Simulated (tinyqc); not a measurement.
Band offsets from two capacitances.

Question. A p-n heterojunction (1: p-type, 2: n-type) in the depletion approximation obeys 1/C^2 = 2 (er1 N1 + er2 N2)(Vbi - V)/(q eps0 er1 er2 N1 N2), with Vbi = dEc + Eg1 - Vt ln(Nc2 Nv1/(N1 N2)), dEc = Ec2 - Ec1 and dEv = Eg2 - Eg1 - dEc. Find N2, Vbi, dEc and dEv.

Parameters, values chosen for the exercise; band and dielectric values close to those of CdS and CdTe: temperature T = 250 K; band gap of material 1 Eg1 = 2.36 eV; relative permittivity of material 1 er1 = 8.87; valence-band density of states of material 1 Nv1 = 1.35e19 cm^-3; band gap of material 2 Eg2 = 1.47 eV; relative permittivity of material 2 er2 = 10.2; conduction-band density of states of material 2 Nc2 = 5.97e17 cm^-3; acceptor density of material 1 N1 = 5.1e17 cm^-3.

Constants: q = 1.602176634e-19 C, kB = 1.380649e-23 J/K, Vt = kB T/q, eps0 = 8.8541878128e-14 F/cm where lengths are in cm. Results are converted to the units shown.

C at V = -0.5 and -3 V (nF/cm^2): 15.529408  11.278135

Solution. The slope of 1/C^2 against -V is (2/(q eps0)) (1/(er2 N2) + 1/(er1 N1)), which gives N2; the intercept is Vbi, and the offsets follow.

N2 = 9.50e15 cm^-3
Vbi = 2.29 V
dEc = 0.0900 eV
dEv = -0.980 eV

Program tinyqc, `OMP_NUM_THREADS=1 python tinyqc.py 2040102 2040103 out.jsonl`; Intel Xeon 2.30GHz, shared host, one thread, about 0.05 s.
